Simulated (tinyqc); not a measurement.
Worked calculation: UHF in the sto-6g basis, for BeH, spin multiplicity 2. One step of it, computed by the program tinyqc.

Question. Iteration 3: building the Fock matrix. J_ij = sum D_kl (ij|kl) with D = D(alpha) + D(beta), K_ij = sum D_kl (ik|jl) for each spin; F = H + J - K(s); E = tr D H + tr D J / 2 - 0.5 sum_s tr D(s) K(s) + E_nn.

D(alpha) after iteration 2:
```
            1Be 1s     1Be 2s   1Be 2px   1Be 2py    1Be 2pz      2H 1s
1Be 1s    1.059111  -0.230602  0.000000  0.000000   0.075147  -0.041329
1Be 2s   -0.230602   0.906490  0.000000  0.000000  -0.306548   0.103716
1Be 2px   0.000000   0.000000  0.000000  0.000000   0.000000   0.000000
1Be 2py   0.000000   0.000000  0.000000  0.000000   0.000000   0.000000
1Be 2pz   0.075147  -0.306548  0.000000  0.000000   0.451185   0.312095
2H 1s    -0.041329   0.103716  0.000000  0.000000   0.312095   0.414029
```

D(beta) after iteration 2:
```
            1Be 1s     1Be 2s   1Be 2px   1Be 2py    1Be 2pz      2H 1s
1Be 1s    1.016377  -0.068213  0.000000  0.000000  -0.050143  -0.091477
1Be 2s   -0.068213   0.289655  0.000000  0.000000   0.176163   0.292384
1Be 2px   0.000000   0.000000  0.000000  0.000000   0.000000   0.000000
1Be 2py   0.000000   0.000000  0.000000  0.000000   0.000000   0.000000
1Be 2pz  -0.050143   0.176163  0.000000  0.000000   0.107368   0.176064
2H 1s    -0.091477   0.292384  0.000000  0.000000   0.176064   0.329505
```

core Hamiltonian H = T + V (hartree):
```
            1Be 1s     1Be 2s    1Be 2px    1Be 2py    1Be 2pz      2H 1s
1Be 1s   -8.236157  -1.932028   0.000000   0.000000  -0.010231  -0.186800
1Be 2s   -1.932028  -2.365542   0.000000   0.000000  -0.097494  -0.639628
1Be 2px   0.000000   0.000000  -1.901648   0.000000   0.000000   0.000000
1Be 2py   0.000000   0.000000   0.000000  -1.901648   0.000000   0.000000
1Be 2pz  -0.010231  -0.097494   0.000000   0.000000  -1.969590  -0.759986
2H 1s    -0.186800  -0.639628   0.000000   0.000000  -0.759986  -1.630331
```

Two-electron integrals (ij|kl) in chemists' order, unique and non-zero (hartree):
```
(11|11) 2.299996   (21|11) 0.361879   (21|21) 0.071926   (22|11) 0.570332
(22|21) 0.139654   (22|22) 0.417773   (31|31) 0.015252   (32|31) 0.022555
(32|32) 0.092340   (33|11) 0.570332   (33|21) 0.139654   (33|22) 0.417773
(33|33) 0.450117   (41|41) 0.015252   (42|41) 0.022555   (42|42) 0.092340
(43|43) 0.024258   (44|11) 0.570332   (44|21) 0.139654   (44|22) 0.417773
(44|33) 0.401601   (44|44) 0.450117   (51|51) 0.015252   (52|51) 0.022555
(52|52) 0.092340   (53|53) 0.024258   (54|54) 0.024258   (55|11) 0.570332
(55|21) 0.139654   (55|22) 0.417773   (55|33) 0.401601   (55|44) 0.401601
(55|55) 0.450117   (61|11) 0.035016   (61|21) 0.006784   (61|22) 0.013210
(61|33) 0.013100   (61|44) 0.013100   (61|51) 0.000679   (61|52) 0.001345
(61|55) 0.013429   (61|61) 0.000677   (62|11) 0.115960   (62|21) 0.029035
(62|22) 0.098698   (62|33) 0.094663   (62|44) 0.094663   (62|51) 0.003931
(62|52) 0.025947   (62|55) 0.106767   (62|61) 0.003064   (62|62) 0.039781
(63|31) 0.002341   (63|32) 0.011656   (63|53) 0.004107   (63|63) 0.002960
(64|41) 0.002341   (64|42) 0.011656   (64|54) 0.004107   (64|64) 0.002960
(65|11) 0.136283   (65|21) 0.034457   (65|22) 0.121757   (65|33) 0.114760
(65|44) 0.114760   (65|51) 0.006247   (65|52) 0.040184   (65|55) 0.135750
(65|61) 0.003768   (65|62) 0.055167   (65|65) 0.077971   (66|11) 0.289760
(66|21) 0.073754   (66|22) 0.280469   (66|33) 0.262025   (66|44) 0.262025
(66|51) 0.010057   (66|52) 0.089263   (66|55) 0.317356   (66|61) 0.007905
(66|62) 0.153525   (66|65) 0.223624   (66|66) 0.774999
```

nuclear repulsion = 1.16047634 hartree

Give: Coulomb J; exchange K(alpha); exchange K(beta); F(alpha); F(beta); total energy of this density.

Answer.

Coulomb J (hartree):
```
         1Be 1s  1Be 2s  1Be 2px  1Be 2py  1Be 2pz   2H 1s
1Be 1s   5.9892  1.0628   0.0000   0.0000   0.0114  0.1034
1Be 2s   1.0628  2.2354   0.0000   0.0000   0.1028  0.5932
1Be 2px  0.0000  0.0000   2.2027   0.0000   0.0000  0.0000
1Be 2py  0.0000  0.0000   0.0000   2.2027   0.0000  0.0000
1Be 2pz  0.0114  0.1028   0.0000   0.0000   2.3009  0.7587
2H 1s    0.1034  0.5932   0.0000   0.0000   0.7587  1.9614
```

exchange K(alpha) (hartree):
```
         1Be 1s   1Be 2s  1Be 2px  1Be 2py  1Be 2pz   2H 1s
1Be 1s   2.3403   0.3742   0.0000   0.0000   0.0000  0.0400
1Be 2s   0.3742   0.4829   0.0000   0.0000  -0.0617  0.2011
1Be 2px  0.0000   0.0000   0.1064   0.0000   0.0000  0.0000
1Be 2py  0.0000   0.0000   0.0000   0.1064   0.0000  0.0000
1Be 2pz  0.0000  -0.0617   0.0000   0.0000   0.4174  0.2711
2H 1s    0.0400   0.2011   0.0000   0.0000   0.2711  0.5289
```

exchange K(beta) (hartree):
```
         1Be 1s  1Be 2s  1Be 2px  1Be 2py  1Be 2pz   2H 1s
1Be 1s   2.3088  0.3699   0.0000   0.0000   0.0019  0.0371
1Be 2s   0.3699  0.2596   0.0000   0.0000   0.1655  0.2238
1Be 2px  0.0000  0.0000   0.0506   0.0000   0.0000  0.0000
1Be 2py  0.0000  0.0000   0.0000   0.0506   0.0000  0.0000
1Be 2pz  0.0019  0.1655   0.0000   0.0000   0.1833  0.2316
2H 1s    0.0371  0.2238   0.0000   0.0000   0.2316  0.4617
```

F(alpha) (hartree):
```
          1Be 1s   1Be 2s  1Be 2px  1Be 2py  1Be 2pz    2H 1s
1Be 1s   -4.5873  -1.2434   0.0000   0.0000   0.0011  -0.1234
1Be 2s   -1.2434  -0.6130   0.0000   0.0000   0.0671  -0.2476
1Be 2px   0.0000   0.0000   0.1946   0.0000   0.0000   0.0000
1Be 2py   0.0000   0.0000   0.0000   0.1946   0.0000   0.0000
1Be 2pz   0.0011   0.0671   0.0000   0.0000  -0.0861  -0.2724
2H 1s    -0.1234  -0.2476   0.0000   0.0000  -0.2724  -0.1979
```

F(beta) (hartree):
```
          1Be 1s   1Be 2s  1Be 2px  1Be 2py  1Be 2pz    2H 1s
1Be 1s   -4.5558  -1.2391   0.0000   0.0000  -0.0007  -0.1205
1Be 2s   -1.2391  -0.3898   0.0000   0.0000  -0.1601  -0.2702
1Be 2px   0.0000   0.0000   0.2504   0.0000   0.0000   0.0000
1Be 2py   0.0000   0.0000   0.0000   0.2504   0.0000   0.0000
1Be 2pz  -0.0007  -0.1601   0.0000   0.0000   0.1480  -0.2329
2H 1s    -0.1205  -0.2702   0.0000   0.0000  -0.2329  -0.1306
```

total energy of this density = -15.011933 hartree

This density is a damped mixture and is not idempotent.
